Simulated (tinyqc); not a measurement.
Biaxial strain: inversion layer as a triangular well, valleys of the Si type.

Six ellipsoidal valleys with their long axes along the cube axes, mass ml along the axis and mt across it. For a valley whose axis makes the angle theta with the surface normal, 1/m_z = cos^2(theta)/ml + sin^2(theta)/mt sets the confinement; in the plane the masses are m_1 = mt and m_2 = ml mt/m_z, and m_d = sqrt(m_1 m_2).

The field is taken as constant, e F = 4 pi (e^2/4 pi eps0)(Nd + eta Ns)/eps, with 1e12/cm^2 = 1e-4/angstrom^2, and the oxide as a hard wall at z = 0; c = hbar^2/2m0.

Level j of a valley lies at E_j = a_j (c (e F)^2/m_z)^(1/3) above the band edge at the surface, with the Airy zeros a_j = 2.338107, 4.087949, 5.520560, 6.786708, 7.944134, 9.022651, 10.040174, 11.008524, 11.936016, 12.828777, and has <z> = 2 E_j/(3 e F).

Subband i holds n_i = g m_d/(2 pi c) kB T ln(1 + exp((EF - E_i)/kB T)) (spin included), and EF is fixed by sum n_i = Ns over the levels listed or, where none are listed, over j = 0 to 9 of each group; 1e12/cm^2 = 1e-4/angstrom^2.

Constants: hbar^2/2m0 = 3.80998211 eV angstrom^2; e^2/(4 pi eps0) = 14.39964547 eV angstrom; kB = 8.617333262e-05 eV/K.

Inputs chosen for the exercise (near those of Si; not measured data):
- ml = 0.904 m0 (longitudinal mass)
- mt = 0.189 m0 (transverse mass)
- eps = 11.6 (dielectric constant)
- Nd = 0.1 x 1e12/cm^2 (depletion charge)
- eta = 0.75 (share of Ns in the effective field)
- face = 100 (surface)
- Ns = 8.7 x 1e12/cm^2 (electron sheet density)
- T = 150 K (temperature)
- Xu = 8.9 eV (uniaxial deformation potential)
- nu2 = 0.76 (2 C12/C11)
- es = (-0.3, -0.1, 0, 0.1, 0.3, 0.6, 1) % (biaxial strain in the plane)

Strain e in the plane raises the four primed valleys against the two unprimed ones by D = Xu (1 + nu2) e; the field is kept. m_c averages 1/mt (unprimed) and (1/mt + 1/ml)/2 (primed) over the electrons.

Results:

| e (%) | D (meV) | 0' - 0 (meV) | unprimed share (%) | m_c (m0) | <z> (angstrom) |
|---|---|---|---|---|---|
| -0.3 | -47.0 | 75.7 | 88.3 | 0.1981 | 12.5 |
| -0.1 | -15.7 | 107.1 | 98.3 | 0.1903 | 11.7 |
| 0.0 | 0.0 | 122.7 | 99.5 | 0.1894 | 11.6 |
| 0.1 | 15.7 | 138.4 | 99.8 | 0.1891 | 11.6 |
| 0.3 | 47.0 | 169.7 | 100.0 | 0.1890 | 11.6 |
| 0.6 | 94.0 | 216.7 | 100.0 | 0.1890 | 11.6 |
| 1.0 | 156.6 | 279.4 | 100.0 | 0.1890 | 11.6 |

What does the comparison show?

Without strain confinement alone splits the ladders by 123 meV and puts 99 % of the electrons into the two valleys that are light in the plane; under the largest tension the share is 100.0 %. m_c is 0.189 m0 without strain and 0.189 m0 there; moving all electrons can gain at most 0 % in 1/m_c. The ladders cross at e = -0.78 %, beyond the table.

Program tinyqc; command `OMP_NUM_THREADS=1 python tinyqc.py 1282007 1282008 out.jsonl`; about 0.04 s on one thread of a shared Intel(R) Xeon(R) Processor @ 2.30GHz.
